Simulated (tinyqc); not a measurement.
From E(q) back to exchange J1: Heisenberg magnet: exchange from energy differences, ordering vector, linear spin waves and ordering temperature. Computed by tinyqc, a small Python program. Command: `OMP_NUM_THREADS=1 python tinyqc.py 3023040 3023041 out.jsonl magnon inv`. One thread of a shared host (Intel(R) Xeon(R) Processor @ 2.30GHz), about 1 s of CPU time with the checks.

H = -sum over pairs <ij> J_ij S_i.S_j - K sum_i (S_i^z)^2, each pair once, J > 0 ferromagnetic. First neighbours: 8 at a (0.5, 0.5, 0.5), second: 6 at a (1, 0, 0), with all permutations and signs.

Inputs (values chosen for the exercise, for a model magnet): exchange J2 = 0.22 meV; spin S = 1.5; single-ion anisotropy K = 0.39 meV.

Lattice: bcc. Order: ferromagnetic.

wave vector q (2 pi/a): [0.38, 0.097, 0.063]

Constants: h x 1 THz = 4.135667696 meV.

Method. J(q) = J1 g1(q) + J2 g2(q), g_s(q) = sum over shell s of cos(q.R). g_s(q) = sum over shell s of cos(q.R), z1 = g1(0). E(q) = S [J(0) - J(q)] + (2S - 1) K, J(q) = J1 g1 + J2 g2. The factor 2S - 1 removes the anisotropy for S = 1/2.

Problem. A run gave the result below. Find the exchange J1, known to lie between 3 and 9.1 meV.

E(q) = 48.86017 meV

Solution.

Each step takes the trial c = (a f_b - b f_a)/(f_b - f_a), f being the result less the target and a, b, c the logarithms of the listed values; c replaces end b, the old b replaces a if the sign of f changed, and otherwise f_a is halved.

Scan of the range:
```
exchange J1 (meV)  E(q) (meV)
3.00                  25.6959
3.61                  30.4956
4.34                  36.2394
5.22                  43.1635
6.29                  51.5826
7.56                  61.5753
9.10                  73.6925
```

False position (Illinois rule, in the logarithm of the input) inside the bracket:
```
step    end a    end b    trial  E(q) (meV)
1     5.22000  6.29000  5.92195     48.6867
2     6.29000  5.92195  5.94338     48.8553
3     6.29000  5.94338  5.94458     48.8648
4     5.94338  5.94458  5.94400     48.8602
5     5.94458  5.94400  5.94400     48.8602
```

E(q) rises at every point of a 13-point scan of the range (every second point is shown), so one value fits; it is bracketed by 5.22 and 6.29. The scan shows a straight line, so linear interpolation between any two rows gives the answer at once. Answer: exchange J1 = 5.944 meV.
